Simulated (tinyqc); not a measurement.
Ground and coupling capacitance from two measurements.

Question. A line has Cg to the planes and Cc to each of two neighbours. Find Cg, Cc, the load when both neighbours switch in antiphase, and the pulse on the line when it floats and both neighbours swing by Vx.

Parameters, values chosen for the exercise:
```
symbol  value  unit  meaning
Vx          1     V    swing
```

capacitance with neighbours driven alike and with neighbours grounded (aF/um): 96  220

Solution. Driven alike, Cc carries no charge, which leaves Cg; grounded neighbours give Cg + 2 Cc, antiphase Cg + 4 Cc; a floating line divides the swing as 2 Cc/(Cg + 2 Cc).

Cg = 96.00 aF/um
Cc = 62.00 aF/um
load in antiphase = 344.0 aF/um
pulse = 0.5636 V

Program tinyqc, `OMP_NUM_THREADS=1 python tinyqc.py 2790191 2790192 out.jsonl`; Intel Xeon 2.30GHz, shared host, one thread, about 0.7 s.
